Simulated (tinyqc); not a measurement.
Barrier width: Kronig-Penney superlattice by transfer matrices.

Wells (width a, potential 0, mass mw) alternate with barriers (width b, height V0, mass mb); period d = a + b; c = hbar^2/2m0. The vector (psi, psi'/m) is continuous, and a layer of thickness t carries it by M = [[cos kt, (m/k) sin kt], [-(k/m) sin kt, cos kt]] with k = sqrt(m (E - V)/c); for E < V, k = i kappa gives [[cosh, (m/kappa) sinh], [(kappa/m) sinh, cosh]] of kappa t. A Bloch state obeys cos(q d) = tr(Mb Mw)/2.

Constants: hbar^2/2m0 = 3.80998211 eV angstrom^2.

Values chosen for the exercise (near those of a GaAs superlattice with barriers of AlGaAs; shifted at random, so the results belong to these values and not to a real crystal):
- a = 57 angstrom (well width)
- V0 = 0.316 eV (barrier height)
- mw = 0.0677 m0 (mass in the wells)
- mb = 0.0994 m0 (mass in the barriers)
- bs = (13.5, 20.2, 27, 35.1, 43.2, 54, 67.5) angstrom (barrier widths)

First miniband against b. m_z = -2 c f'/d^2 with f = tr M/2 at the bottom of the band. E1 is the level of the single well, kappa1 its decay constant in the barrier.

First miniband:
```
b (angstrom)  bottom (eV)  top (eV)  W (meV)    ln W  m_z (m0)
13.5               0.0449    0.1002    55.26   4.012    0.0873
20.2               0.0547    0.0866    31.89   3.462     0.109
27.0               0.0607    0.0790    18.36   2.910     0.144
35.1               0.0647    0.0742    9.552   2.257     0.212
43.2               0.0668    0.0718    4.980   1.605     0.327
54.0               0.0682    0.0703    2.093   0.738     0.611
67.5               0.0689    0.0696   0.7083  -0.345      1.41
```

E1 = 0.0693 eV
kappa1 = 0.0802 1/angstrom

W falls from 55.3 to 0.71 meV, and both edges close in on E1. The slope of ln W is -0.0820 per angstrom over the first two rows and -0.0802 over the last two, against -kappa1 = -0.0802: the width follows one power of the tunnelling amplitude once the wells couple weakly. m_z grows by a factor 16.1.

tinyqc: `OMP_NUM_THREADS=1 python tinyqc.py 1250856 1250857 out.jsonl`; about 0.07 s, one thread, shared Intel(R) Xeon(R) Processor @ 2.30GHz.
